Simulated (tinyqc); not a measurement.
Gated two-dimensional channel with two bands, quantum capacitance: one step of the calculation.

phi is the Fermi level above the lowest band edge, in volts; Vg is counted from the gate voltage at which an empty channel would have phi = 0. The channel has no thickness; trap charge is -q Dit phi.

Problem. New phi. D1 = gv md m0 q/(pi hbar^2), D2 = g2 m2 m0 q/(pi hbar^2) per eV; n1 = D1 Vt ln(1 + exp(phi/Vt)), n2 = D2 Vt ln(1 + exp((phi - E2)/Vt)), n = n1 + n2; Cq = q dn/dphi = q [D1/(1 + exp(-phi/Vt)) + D2/(1 + exp((E2 - phi)/Vt))]. Newton: f = phi + q (n + Dit phi)/Cox - Vg, phi(new) = phi - f/(1 + (Cq + q Dit)/Cox).

Values chosen for this exercise; lowest band close to that of monolayer WS2:
```
symbol  value         unit                                        meaning
T         400            K                                    temperature
md      0.307           m0                                  in-plane mass
gv          2                                           valley degeneracy
m2       0.49           m0  in-plane mass of a second band, chosen freely
g2          2               valley degeneracy of that band, chosen freely
E2       0.11           eV               second band edge above the first
Dit         0  cm^-2 eV^-1                               density of traps
Vg       1.19            V                                   gate voltage
```

Constants: q = 1.602176634e-19 C, kB = 1.380649e-23 J/K, hbar = 1.054571817e-34 J s, m0 = 9.1093837015e-31 kg, Vt = kB T/q. Results are converted to the units shown.

phi after iteration 1 = 0.071511958 V
Cox = 0.37040019 uF/cm^2

Give: n1; n2; Cq; f; phi after iteration 2.

Solution.

n1 = 1.939e13 cm^-2
n2 = 3.996e12 cm^-2
Cq = 52.69 uF/cm^2
f = 8.997 V
phi after iteration 2 = 0.008705 V

Computed by the program tinyqc: `OMP_NUM_THREADS=1 python tinyqc.py 2200058 2200059 out.jsonl`, one thread of a shared Intel Xeon 2.30GHz, about 0.01 s for the whole run.
